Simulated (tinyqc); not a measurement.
Inside a calculation: heterojunction of two tight-binding chains. Values are carried at full precision from step to step, so a last printed digit may differ when a step is redone from the rounded ones.

Left chain: hopping -t1, sites at 2 t1 (band bottom 0). Right chain: hopping -t2, sites at dE + 2 t2 (bottom dE). t = c/(m a^2), c = hbar^2/2m0. The bond across the interface is -tc with tc = f sqrt(t1 t2), and the last left site has the extra energy U. In a chain E = bottom + 2t (1 - cos(ka)); the surface Green function of a half chain is g = -exp(ika)/t, with Im k > 0 where cos(ka) > 1.

Constants: hbar^2/2m0 = 3.80998211 eV angstrom^2.

Values chosen for the exercise (masses and offset of the size met at InGaAs / InAlAs; the results hold for these values, not for the real material): a = 3 angstrom (site spacing); m1 = 0.041 m0 (mass on the left); m2 = 0.073 m0 (mass on the right); f = 1 (factor on the interface hopping); dE = 0.47 eV (band offset); E = 0.72 eV (electron energy); U = 0 eV (extra energy on the last left site).

## Hoppings

Form t1, t2 and tc.

t1 = 10.3252 eV
t2 = 5.7991 eV
tc = 7.7380 eV

## Wave numbers and velocities

The left chain has hopping t1 and band bottom 0, the right one t2 and dE. cos(ka) = 1 - (E - bottom)/(2t); dE/dk = 2 t a sin(ka).

ka (rad): left 0.26484, right 0.20801

dE/dk (eV angstrom): left 16.2161, right 7.1853

## Self-energies on the last left site

Hoppings t1 (left), t2 (right), tc (interface); g is the surface Green function of a half chain. The rest of the left chain gives S1 = t1^2 g1 = -t1 exp(i k1 a); the right chain gives S2 = tc^2 g2 = -(tc^2/t2) exp(i k2 a).

S1 = -9.96515-2.70269i eV
S2 = -10.10259-2.13223i eV

## Transmission

The last site of the left chain has energy 2 t1 + U, and S1, S2 are the self-energies of the two half chains on it. G = 1/(E - 2 t1 - U - S1 - S2); T = 4 Im(S1) Im(S2) |G|^2.

G = 0.0059-0.2067i 1/eV
T = 0.9853

A fraction 0.0147 is reflected although the electron lies above the step.

## Checks

- T from the Green function against 1 - |r|^2 from matching plane waves: both 0.985283.

Program tinyqc; command `OMP_NUM_THREADS=1 python tinyqc.py 1482104 1482105 out.jsonl`; about 0.01 s on one thread of a shared Intel(R) Xeon(R) Processor @ 2.30GHz.
